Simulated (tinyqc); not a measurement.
Comparisons within one model: linear model of a band gap against the share of exact exchange. A value that a table varies takes the place of the one given here.

E(alpha) = E0 + S alpha. A wider gap screens less, modelled in the Penn form eps(alpha) = 1 + (e0 - 1)(EP/(EP + S alpha))^2 with a scale EP chosen for the exercise. A dielectric-dependent hybrid takes alpha = 1/eps.

Parameters, chosen for this exercise (of the order of those of InP; shifted at random, so the results belong to these values and not to a real crystal): E0 = 0.66 eV (gap of the semi-local functional); S = 5.61 eV (slope dE/d(alpha)); e0 = 10.08 (optical dielectric constant at alpha = 0); EP = 10.8 eV (energy scale of the screening); Et = 1.43 eV (target gap).

## Sweep of alpha

Also the exciton scale relative to alpha = 0, (m/m(0))(eps(0)/eps)^2, with a mass proportional to E + D, D = E0/2 + 0.3 eV, a k.p rule for direct gaps only.

Results:

| alpha | E (eV) | eps | alpha eps | exciton scale |
|---|---|---|---|---|
| 0.00 | 0.660 | 10.080 | 0.000 | 1.00 |
| 0.05 | 0.941 | 9.626 | 0.481 | 1.33 |
| 0.10 | 1.221 | 9.205 | 0.921 | 1.72 |
| 0.15 | 1.502 | 8.815 | 1.322 | 2.16 |
| 0.20 | 1.782 | 8.451 | 1.690 | 2.66 |
| 0.25 | 2.062 | 8.113 | 2.028 | 3.22 |
| 0.35 | 2.623 | 7.501 | 2.625 | 4.55 |
| 0.50 | 3.465 | 6.722 | 3.361 | 7.14 |

alpha eps reaches 1 between alpha = 0.1 and 0.15 (fixed point 0.110), and the target gap is met between 0.1 and 0.15. At the fixed point the gap is 1.27 eV, -0.16 eV from the target. From 0 to 0.25 the gap grows by 1.40 eV while eps falls by 20 %; the exciton scale, which takes both, grows by a factor of 3.22.

## What each parameter does

Fixed point alpha = 1/eps(alpha), gap and eps there. Each row changes one parameter from the base and keeps the others.

Results:

| case | alpha | E (eV) | eps |
|---|---|---|---|
| base | 0.1095 | 1.275 | 9.129 |
| E0 = 0.594 eV | 0.1095 | 1.209 | 9.129 |
| S = 6.171 eV | 0.1107 | 1.343 | 9.032 |
| e0 = 11.088 | 0.0987 | 1.214 | 10.128 |
| EP = 9.72 eV | 0.1109 | 1.282 | 9.021 |

The largest shifts from the base row, up to three for each result and ties (the steps differ in size, so this ranks the rows, not the parameters). alpha: e0 -0.0108, EP +0.0013, S +0.0012; unchanged at the printed digits by E0. E (eV): S +0.069, E0 -0.066, e0 -0.061. eps: e0 +0.999, EP -0.108, S -0.097; unchanged at the printed digits by E0.

Run: tinyqc, `OMP_NUM_THREADS=1 python tinyqc.py 1880478 1880479 out.jsonl`; Intel(R) Xeon(R) Processor @ 2.30GHz, one thread, shared host; about 0.01 s of CPU time with all checks.
